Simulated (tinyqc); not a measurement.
Electron continuity equation in a given potential, Scharfetter-Gummel discretisation: one step of the calculation.

Steady state in one dimension: J = q mu n E + q D dn/dx with E = -dpsi/dx and D = mu Vt, dJ/dx = 0, fixed densities nL and nR at the ends. The potential is given, psi = U x/L, and is not changed by the electrons.

Task. Bernoulli factors. d_i = (psi_(i+1) - psi_i)/Vt; B(d) = d/(exp(d) - 1), B(0) = 1. The flux on interval i is J_i = (q D/h) [n_(i+1) B(d_i) - n_i B(-d_i)].

Values chosen for this exercise: temperature T = 450 K.

Constants: q = 1.602176634e-19 C, kB = 1.380649e-23 J/K, Vt = kB T/q. Results are converted to the units shown.

psi, node 0 to 8 (V): [0.00000000, 0.03375000, 0.06750000, 0.10125000, 0.13500000, 0.16875000, 0.20250000, 0.23625000, 0.27000000]

Wanted: d_i; B(d_i); B(-d_i).

Result.

```
interval      d_i   B(d_i)  B(-d_i)
0         0.87034  0.62717   1.4975
1         0.87034  0.62717   1.4975
2         0.87034  0.62717   1.4975
3         0.87034  0.62717   1.4975
4         0.87034  0.62717   1.4975
5         0.87034  0.62717   1.4975
6         0.87034  0.62717   1.4975
7         0.87034  0.62717   1.4975
```

The largest |d_i| is 0.870, below 2, so central differences would also keep densities positive.

tinyqc, about 0.01 s, one thread, Intel Xeon 2.30GHz (shared host): `OMP_NUM_THREADS=1 python tinyqc.py 2220063 2220064 out.jsonl`
